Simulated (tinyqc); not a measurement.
The network against temperature: hopping conduction between localised states. Computed by tinyqc, a small Python program. Command: `OMP_NUM_THREADS=1 python tinyqc.py 3027635 3027636 out.jsonl hop walk`. One thread of a shared host (Intel(R) Xeon(R) Processor @ 2.30GHz), about 0.01 s of CPU time with the checks.

Energies are counted from the Fermi level. A small network shows the mechanism; the laws of an infinite system follow.

Inputs (values chosen for the exercise, for a model amorphous semiconductor): localisation length xi = 0.49 nm; temperature T = 65 K.

Dimension: 3D.

sites of the small network (nm, nm, meV), columns x, y, energy:
$$\begin{pmatrix}
0 & 1.11 & 0.08 \\
0.52 & 0.83 & 15.78 \\
1.54 & 1.22 & -4.42 \\
2.21 & 1.1 & 4.26 \\
2.82 & 1.34 & 11.39 \\
3.52 & 1.14 & 16.68 \\
4.08 & 1.27 & 7.18 \\
4.7 & 0.62 & 1.16
\end{pmatrix}$$

Constants: k_B = 8.617333262e-05 eV/K.

Method:
- Miller-Abrahams exponent s_ij = 2 r_ij/xi + (|E_i| + |E_j| + |E_i - E_j|)/(2 k_B T); G_ij = G_0 exp(-s_ij).
- Site 1 is held at potential 1 and site 8 at 0; Kirchhoff's law sum_j G_ij (u_i - u_j) = 0 fixes the others; G = sum_j G_1j (1 - u_j).
- Critical exponent s_c: the smallest value such that bonds with s_ij <= s_c connect site 1 with site 8.
- The last column is the length of the critical bond.

Network:
```
T (K)  -ln(G/G_0)     s_c  critical hop (nm)
20         11.033  11.760             1.2619
29          9.376   9.646             0.7280
46          7.981   7.437             1.5439
65          7.267   7.105             1.5439
98          6.604   6.835             1.5439
160         6.025   5.922             1.0920
320         5.530   5.190             1.0920
```

What follows from these numbers?

-ln(G/G_0) follows s_c within 0.8. The critical hop is 1.26 nm long at the lowest T and 1.09 nm at the highest: on cooling the carrier goes farther to find a site of nearer energy, which is variable-range hopping, though in so small a sample not at every step.

Extremes, crossings and ranges named in words are read from the listed rows.
